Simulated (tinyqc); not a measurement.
Surface potential of a MOS transistor: implicit equation and explicit approximations: one step of the calculation.

p-type body, charge-sheet picture, depletion and inversion only, full ionisation (an idealisation for deep acceptors), Boltzmann statistics (rough once Na exp(x - xn) passes about Nc/7). In units of Vt: xg = (Vg - Vfb)/Vt, x = psi/Vt, G = gamma/sqrt(Vt), xn = (2 phiF + Vc)/Vt. The implicit equation is (xg - x)^2 = G^2 [x - 1 + exp(x - xn)] for x above about 3. Cox = eps0 eox/tox.

Question. New x. D = exp(x - xn), f = (xg - x)^2 - G^2 (x - 1 + D), f' = -2 (xg - x) - G^2 (1 + D), x(new) = x - f/f'.

x at the start = 28.84
G = 0.63007481
xn = 27.509947
xg = 32.161093

Wanted: D; f; f'; x after iteration 1.

Answer.

D = 3.781
f = -1.524
f' = -8.540
x after iteration 1 = 28.66

tinyqc, about 0.01 s, one thread, Intel Xeon 2.30GHz (shared host): `OMP_NUM_THREADS=1 python tinyqc.py 2122168 2122169 out.jsonl`
